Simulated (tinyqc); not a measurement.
## n-type polysilicon, carrier trapping at grain boundaries: effect of the doping

One-dimensional grains of size Lg, uniform ionised doping N, monovalent traps Qt at each boundary at a depth Et below (for electrons) or above (for holes) the band edge there, abrupt depletion of width W on each side of a boundary, Boltzmann statistics. xi is the distance from the band edge at the grain centre to the Fermi level. Trapped charge Qt/(1 + exp((xi + VB - Et)/Vt)) = 2 N W, barrier VB = q N W^2/(2 eps0 eps_r).

If the trap equation with xi = Vt ln(NB/N) has a root W < Lg/2, the grain is partly depleted; otherwise W = Lg/2 and the trap equation gives xi = Et - VB + Vt ln(Qt/(N Lg) - 1). N* = Qt/Lg. n0 = NB exp(-xi/Vt); mean density n0 (1 - 2 W/Lg) by charge balance in a partly depleted grain, and n0 (sqrt(pi)/2) erf(u)/u with u = sqrt(VB/Vt) in a fully depleted one; v = sqrt(kB T/(2 pi ms m0)); barrier resistivity Vt exp(VB/Vt)/(q fe n0 v Lg); grain resistivity (1 - 2 W/Lg)/(q n0 mug); effective mobility 1/(q mean density total resistivity). Rows with xi above 0.45 V, towards mid-gap, are left out, since the other carrier type is ignored.

Values chosen for this exercise; values of the order met in polycrystalline silicon:
- T = 300 K (temperature)
- eps_r = 11.7 (relative permittivity)
- NB = 2.8e19 cm^-3 (conduction-band density of states at T)
- Lg = 37 nm (grain size)
- Qt = 1.7e12 cm^-2 (trap density of a grain boundary)
- Et = 0.31 eV (depth of the trap level from the majority band edge at the boundary)
- ms = 0.31 m0 (mass for thermionic emission)
- fe = 0.12 (correction factor of the emission rate)
- mug = 240 cm^2/(V s) (mobility inside the grains)

Constants: q = 1.602176634e-19 C, kB = 1.380649e-23 J/K, m0 = 9.1093837015e-31 kg, Vt = kB T/q, eps0 = 8.8541878128e-14 F/cm where lengths are in cm. Results are converted to the units shown.

Result of one run:
columns A: N (cm^-3); B: N/N*; C: depleted share 2 W/Lg; D: VB (V); E: xi (V); F: mean density (cm^-3); G: resistivity (ohm cm); H: effective mobility (cm^2/(V s))
```
A           B       C        D        E         F       G      H
1.2e18  2.612  0.3825  0.04648  0.08143  7.409e17  0.3918  21.50
```

What becomes of these results when the doping N is changed from 1.2e18 to 8.5e16 cm^-3, all else the same?

Result of the changed run:
columns A: N (cm^-3); B: N/N*; C: depleted share 2 W/Lg; D: VB (V); E: xi (V); F: mean density (cm^-3); G: resistivity (ohm cm); H: effective mobility (cm^2/(V s))
```
A            B      C        D       E         F     G      H
8.5e16  0.1850  1.000  0.02250  0.3258  7.263e13  1909  45.01
```

The whole series:
columns A: N (cm^-3); B: N/N*; C: depleted share 2 W/Lg; D: VB (V); E: xi (V); F: mean density (cm^-3); G: resistivity (ohm cm); H: effective mobility (cm^2/(V s))
```
A             B        C         D        E         F        G      H
2.3e16  0.05006    1.000  0.006087   0.3800  1.073e13     8225  70.75
4.4e16  0.09576    1.000   0.01165   0.3564  2.503e13     4093  60.92
8.5e16   0.1850    1.000   0.02250   0.3258  7.263e13     1909  45.01
1.6e17   0.3482    1.000   0.04235   0.2839  3.071e14    811.2  25.05
3.2e17   0.6965    1.000   0.08469   0.2038  5.107e15    188.9  6.470
6.1e17    1.328   0.7463   0.08993  0.09892  1.547e17    4.007  10.07
1.2e18    2.612   0.3825   0.04648  0.08143  7.409e17   0.3918  21.50
2.3e18    5.006   0.1997   0.02428  0.06461  1.841e18  0.09271  36.58
4.4e18    9.576   0.1044   0.01270  0.04784  3.941e18  0.03323  47.67
8.4e18    18.28  0.05470  0.006651  0.03113  7.941e18  0.01451  54.18
```

As N goes from 2.3e16 to 8.4e18, VB goes from 0.00609 through a maximum of 0.0899 (at N = 6.1e17 among the rows listed) to 0.00665 V, the resistivity falls from 8230 to 0.0145 ohm cm and the effective mobility goes from 70.8 through a minimum of 6.47 (at N = 3.2e17 among the rows listed) to 54.2 cm^2/(V s). The steepest fall of the resistivity among the rows, as N^(-6.0), lies between N = 3.2e17 and 6.1e17 cm^-3; N* = 4.59e17 cm^-3. While the grain is fully depleted VB grows as N; once the traps are full it falls as 1/N. For N = 2.3e18, 4.4e18, 8.4e18 xi is under 2.5 Vt, where Boltzmann statistics begin to fail. For N = 2.3e16, 4.4e16, 8.5e16, 2.3e18, 4.4e18, 8.4e18 VB is below Vt, where abrupt depletion and thermionic emission are rough. For N = 6.1e17 the grain is near the changeover between partial and full depletion, within a few Debye lengths, where both limits are rough.

Computed by the program tinyqc: `OMP_NUM_THREADS=1 python tinyqc.py 2830225 2830226 out.jsonl`, one thread of a shared Intel Xeon 2.30GHz, about 0.01 s for the whole run.
